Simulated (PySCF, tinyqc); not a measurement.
Worked calculation: FCI on RHF in the sto-3g basis, for H3+, spin multiplicity 1. The lowest restricted solution is unstable here: a spin-polarised one lies 0.0084 hartree lower (PySCF). Computed by tinyqc, a small Python program that keeps every step (integrals from PySCF). Settings: charge = 1, multiplicity = 1, basis = sto-3g, method = RHF, energy threshold = 1e-10, iteration cap = 84, orthogonalisation = symmetric, start = core, DIIS depth = 6, ci = FCI, davidson = 1. Command: `OMP_NUM_THREADS=1 python tinyqc.py 22864 22865 out.jsonl` (the two numbers bound the seeds that draw the settings). One thread of a shared host (Intel(R) Xeon(R) Processor @ 2.60GHz), about 0.07 s of CPU time with the checks. The early iterations of the SCF are left out here.

## One-electron integrals

Geometry (angstrom):
```
atom         x         y          z
H     0.000000  0.000000   0.000000
H     0.000000  0.000000   1.241000
H     0.000000  0.773000  -0.971000
```

Basis sto-3g: exponents (1/bohr^2) and contraction coefficients of normalised primitives:
```
element  l (shell)  exponent  coefficient
H            s (1)  3.425251     0.154329
H            s (1)  0.623914     0.535328
H            s (1)  0.168855     0.444635
```

Overlap, kinetic and nuclear-attraction integrals over the contracted functions; the nuclear repulsion is the sum of Za Zb / Rab.

nuclear repulsion = 1.07862147 hartree

overlap S, order 1H 1s, 2H 1s, 3H 1s:
```
[[1.000000, 0.366806, 0.366750],
 [0.366806, 1.000000, 0.066066],
 [0.366750, 0.066066, 1.000000]]
```

kinetic energy T (hartree), order 1H 1s, 2H 1s, 3H 1s:
```
[[0.760032, 0.044313, 0.044290],
 [0.044313, 0.760032, -0.011356],
 [0.044290, -0.011356, 0.760032]]
```

nuclear attraction V (hartree), order 1H 1s, 2H 1s, 3H 1s:
```
[[-2.069308, -0.638136, -0.638016],
 [-0.638136, -1.873805, -0.105632],
 [-0.638016, -0.105632, -1.873768]]
```

core Hamiltonian H = T + V (hartree), order 1H 1s, 2H 1s, 3H 1s:
```
[[-1.309276, -0.593823, -0.593726],
 [-0.593823, -1.113773, -0.116988],
 [-0.593726, -0.116988, -1.113736]]
```

## Two-electron integrals

Functions are numbered as in S; the eight-fold symmetry (ij|kl) = (ji|kl) = (kl|ij) leaves the list below.

Two-electron integrals (ij|kl) in chemists' order, unique and non-zero (hartree):
```
(11|11) 0.774606   (21|11) 0.212251   (21|21) 0.081137   (22|11) 0.406778
(22|21) 0.212251   (22|22) 0.774606   (31|11) 0.212211   (31|21) 0.056401
(31|22) 0.110017   (31|31) 0.081110   (32|11) 0.035510   (32|21) 0.011928
(32|22) 0.028302   (32|31) 0.011926   (32|32) 0.002143   (33|11) 0.406747
(33|21) 0.110030   (33|22) 0.225634   (33|31) 0.212211   (33|32) 0.028302
(33|33) 0.774606
```

## Orthogonalisation

S = U s U^T; symmetric (Loewdin) form X = U s^(-1/2) U^T, so that X^T S X = 1.

eigenvalues of S: [0.513280, 0.933934, 1.552786]

X, order 1H 1s, 2H 1s, 3H 1s:
```
[[1.118002, -0.209357, -0.209322],
 [-0.209357, 1.057540, 0.022765],
 [-0.209322, 0.022765, 1.057521]]
```

## Iteration 5 (converged): orbitals

converged F (hartree), order 1H 1s, 2H 1s, 3H 1s:
```
[[-0.623853, -0.475272, -0.475209],
 [-0.475272, -0.476911, -0.170217],
 [-0.475209, -0.170217, -0.476899]]
```

Diagonalise F' = X^T F X, C = X C', fill 1 alpha and 1 beta electrons from the bottom; D = 2 C_occ C_occ^T. Each column has its largest component positive (the first on a tie).

F' = X^T F X (hartree):
```
[[-0.391585, -0.323307, -0.323258],
 [-0.323307, -0.354176, -0.025806],
 [-0.323258, -0.025806, -0.354201]]
```

orbital energies (hartree): [-0.843017, -0.328383, 0.071437]

coefficients C, order 1H 1s, 2H 1s, 3H 1s:
```
[[0.587533, -0.000040, 0.996183],
 [0.387767, -0.731626, -0.690723],
 [0.387738, 0.731753, -0.690566]]
```

D after iteration 5, order 1H 1s, 2H 1s, 3H 1s:
```
[[0.690390, 0.455652, 0.455618],
 [0.455652, 0.300727, 0.300705],
 [0.455618, 0.300705, 0.300682]]
```

## Convergence

Stop when the energy changes by less than 1e-10 hartree and every element of the error matrix X^T (F D S - S D F) X is below 3e-06.

Course of the cycle:
```
iteration  E (hartree)     change  largest element of the error matrix
1          -1.08853399          -                             1.75e-01
2          -1.12713815  -3.86e-02                             1.80e-02
3          -1.12753004  -3.92e-04                             3.98e-05
4          -1.12753004  -1.88e-09                             3.63e-06
5          -1.12753004  -1.58e-11                             7.73e-09
```

PySCF RHF in the same basis = -1.12753004 hartree

Converged in 5 iterations.

## Integrals over molecular orbitals

(pq|rs) = sum C_ip C_jq C_kr C_ls (ij|kl), one index at a time.

one-electron integrals over orbitals h = C^T H C (hartree):
```
[[-1.363135, 0.000019, -0.083961],
 [0.000019, -1.067277, -0.000011],
 [-0.083961, -0.000011, -0.839316]]
```

Two-electron integrals over orbitals (pq|rs), unique and non-zero (hartree):
```
(11|11) 0.520118    (21|11) -0.000019   (21|21) 0.147380    (22|11) 0.443137
(22|21) 0.000034    (22|22) 0.510940    (31|11) 0.083961    (31|21) 0.000006
(31|22) -0.059153   (31|31) 0.146030    (32|11) 0.000008    (32|21) -0.144055
(32|22) -0.000031   (32|31) -0.000021   (32|32) 0.156058    (33|11) 0.528391
(33|21) -0.000033   (33|22) 0.463503    (33|31) 0.082188    (33|32) 0.000025
(33|33) 0.561751
```

## FCI: determinants and Hamiltonian

Hartree-Fock energy = -1.12753004 hartree

Slater-Condon rules over spin orbitals, with the nuclear repulsion added and E(HF) subtracted on the diagonal.

Occupation strings over the orbitals (2 doubly, a alpha, b beta, 0 empty; spin orbitals ordered 1a 1b 2a 2b ...): 200 ab0 a0b ba0 b0a 020 0ab 0ba 002

H - E(HF) between determinants (hartree), order 200, ab0, a0b, ba0, b0a, 020, 0ab, 0ba, 002:
```
[[0.000000, 0.000000, 0.000000, 0.000000, 0.000000, 0.147380, 0.000006, -0.000006, 0.146030],
 [0.000000, 0.218877, -0.000003, -0.147380, -0.000006, 0.000053, -0.144055, 0.143114, -0.000021],
 [0.000000, -0.000003, 0.532092, -0.000006, -0.146030, -0.144055, -0.000014, 0.000021, -0.001773],
 [0.000000, -0.147380, -0.000006, 0.218877, -0.000003, -0.000053, 0.143114, -0.144055, 0.000021],
 [0.000000, -0.000006, -0.146030, -0.000003, 0.532092, 0.144055, 0.000021, -0.000014, 0.001773],
 [0.147380, 0.000053, -0.144055, -0.000053, 0.144055, 0.582538, -0.000042, 0.000042, 0.156058],
 [0.000006, -0.144055, -0.000014, 0.143114, 0.000021, -0.000042, 0.763062, -0.156058, 0.000014],
 [-0.000006, 0.143114, 0.000021, -0.144055, -0.000014, 0.000042, -0.156058, 0.763062, -0.000014],
 [0.146030, -0.000021, -0.001773, 0.000021, 0.001773, 0.156058, 0.000014, -0.000014, 1.089271]]
```

## FCI: roots

Diagonalise (each vector has its largest component positive (the first on a tie)); all determinants have Ms = 0, so triplets appear too. The lowest singlet root is the correlation energy.

lowest roots of this matrix, relative to E(HF) (hartree): [-0.048150, 0.071495, 0.244090, 0.386062, 0.417105, 0.607006, 0.810071, 1.041286]

lowest vectors, order 200, ab0, a0b, ba0, b0a, 020, 0ab, 0ba, 002:
```
[[0.968163, 0.000000, -0.000054, 0.000000],
 [0.000017, 0.707106, 0.650675, -0.000019],
 [-0.044536, 0.000019, -0.000039, 0.707107],
 [-0.000017, 0.707106, -0.650675, -0.000019],
 [0.044536, 0.000019, 0.000039, 0.707107],
 [-0.223378, 0.000000, -0.000174, 0.000000],
 [-0.000011, 0.001242, 0.276808, -0.000021],
 [0.000011, 0.001242, -0.276808, -0.000021],
 [-0.093790, 0.000000, 0.000064, 0.000000]]
```

<S^2> of these roots: [0.000000, 2.000000, 0.000000, 2.000000, 0.000000, 2.000000, 0.000000, 0.000000]

weight of the ground state by excitation level 0, 1, 2, ...: [0.937339, 0.003967, 0.058694]

## The lowest root by the Davidson method

Start from the reference; add the residual divided by (theta - H_ii), orthogonalised, at each step.

Davidson iterations:
```
iteration  subspace  lowest Ritz value (hartree)  residual norm
1                 1                            0       2.07e-01
2                 2                  -0.04543035       4.11e-02
3                 3                  -0.04798494       1.15e-02
4                 4                  -0.04815049       1.22e-05
5                 5                  -0.04815049       2.13e-07
6                 6                  -0.04815049       8.90e-17
```
